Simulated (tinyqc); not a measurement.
Undoped symmetric double-gate MOSFET, analytic potential model: two steps of the calculation.

An undoped body of thickness ts between two equal insulators and tied gates; long channel, electrons only, n = ni exp((psi - V)/Vt) with V the quasi-Fermi potential (0 at the source, Vd at the drain), constant mobility, no quantisation. Across the body psi(x) = V - 2 Vt ln[(ts/(2 beta)) sqrt(q ni/(2 eps0 eps_r Vt)) cos(2 beta x/ts)], x from the centre. Q is the electron charge per area of the whole body.

Values chosen for this exercise; material values close to those of germanium: temperature T = 293 K; band gap Eg = 0.656 eV; relative permittivity of the semiconductor eps_r = 15.7; conduction-band density of states at T Nc = 9.94e18 cm^-3; valence-band density of states at T Nv = 5.85e18 cm^-3; relative permittivity of the gate insulator eox = 9.08; insulator thickness tox = 4.2 nm; body thickness ts = 20 nm; gate work function less that of the intrinsic body dphi = 0.2 V; channel mobility mu = 130 cm^2/(V s); gate length L = 2 um; drain voltage Vd = 0.1 V.

Constants: q = 1.602176634e-19 C, kB = 1.380649e-23 J/K, Vt = kB T/q, eps0 = 8.8541878128e-14 F/cm where lengths are in cm. Results are converted to the units shown.

Problem 1. Constants of the body. ni = sqrt(Nc Nv) exp(-Eg/(2 Vt)), Eg in volts; r = eps_r tox/(eox ts); V0 = dphi + 2 Vt ln[(2/ts) sqrt(2 eps0 eps_r Vt/(q ni))].

Wanted: ni; r; V0.

Solution 1.

ni = 1.740e13 cm^-3
r = 0.3631
V0 = 0.4559 V

Problem 2. Charges and drain current. beta (between 0 and pi/2) solves (Vg - V0 - V)/(2 Vt) = ln(beta) - ln(cos beta) + 2 r beta tan(beta). Q = 8 eps0 eps_r Vt beta tan(beta)/ts; I = mu (1/L)(4 eps0 eps_r/ts)(2 Vt)^2 [g(beta_s) - g(beta_d)] per width, g = beta tan(beta) - beta^2/2 + r beta^2 tan^2(beta), with beta_s at V = 0 and beta_d at V = Vd.

beta_s = 1.4676515
beta_d = 1.4478008
r = 0.36310573

Wanted: Qs; Qd; g(beta_s); g(beta_d); I.

Solution 2.

Qs = 1991 nC/cm^2
Qd = 1644 nC/cm^2
g(beta_s) = 86.10
g(beta_d) = 60.47
I = 11.81 uA/um

The term r beta^2 tan^2(beta), which gives the square law, makes up 84.8 % of g at the source.

Computed by the program tinyqc: `OMP_NUM_THREADS=1 python tinyqc.py 2440145 2440146 out.jsonl`, one thread of a shared Intel Xeon 2.30GHz, about 0.03 s for the whole run.
